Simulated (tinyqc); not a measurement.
Doping and thickness from pinch-off voltage and conductance.

Question. A uniform channel has Vp = q Nd a^2/(2 eps0 eps_r) and G0 = 2 q mu Nd a W/L. Find a and Nd.

Inputs (values chosen for the exercise); material values close to those of indium phosphide: relative permittivity of the semiconductor eps_r = 12.5; low-field mobility at this doping mu = 2400 cm^2/(V s); gate length L = 0.5 um; gate width W = 100 um.

Constants: q = 1.602176634e-19 C, eps0 = 8.8541878128e-14 F/cm where lengths are in cm. Results are converted to the units shown.

Vp = 4.4419921 V
G0 = 496.80293 mS

Solution. G0 gives the product Nd a and Vp gives Nd a^2; their ratio is a.

a = 190.0 nm
Nd = 1.700e17 cm^-3

tinyqc, about 0.06 s, one thread, Intel Xeon 2.30GHz (shared host): `OMP_NUM_THREADS=1 python tinyqc.py 2500013 2500014 out.jsonl`
